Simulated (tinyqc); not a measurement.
Ion-assisted plasma etching: sheath, surface coverage, synergy and aspect-ratio dependence: one step, computed by the program tinyqc. Command: `OMP_NUM_THREADS=1 python tinyqc.py 3031777 3031778 out.jsonl etch walk`. One thread of a shared host (Intel(R) Xeon(R) Processor @ 2.30GHz), about 0.05 s of CPU time with the checks.

Radicals adsorb on bare sites; ions remove covered sites with a high yield and bare sites by sputtering; a slow spontaneous reaction acts everywhere, walls included.

Question. Open-field etch rate. Steady coverage: s G_n (1 - theta) = x Y G_i theta; removal flux = Y G_i theta + Y_p G_i (1 - theta) + k_c G_n; rate = flux/N, 1 cm/s = 6e8 nm/min. Lateral rate = k_c G_n/N; anisotropy = 1 - lateral/vertical; synergy = vertical/(ions alone + radicals alone), with ions alone Y_p G_i/N and radicals alone the lateral rate.

Inputs (values chosen for the exercise, close to those used for silicon in a halogen plasma):
```
quantity                                value    unit
gas temperature T_g                       600       K
sticking coefficient s                    0.5       -
radicals per removed unit x                 3       -
spontaneous reaction probability k_c  0.00025       -
solid density N                         5e+22  1/cm^3
```

Feature: long trench.

yield Y = 0.8067041

sputter yield Y_p = 0.07692184

ion flux G_i = 1.261278e+15 1/(cm^2 s)

radical flux G_n = 2.243261e+17 1/(cm^2 s)

Give: coverage theta; vertical rate; lateral rate; anisotropy; synergy.

Answer.

coverage theta = 0.9735

vertical rate = 12.59 nm/min

lateral rate = 0.6730 nm/min

anisotropy = 0.9465

synergy = 6.853

The surface is nearly saturated: ions limit the ion-assisted part.
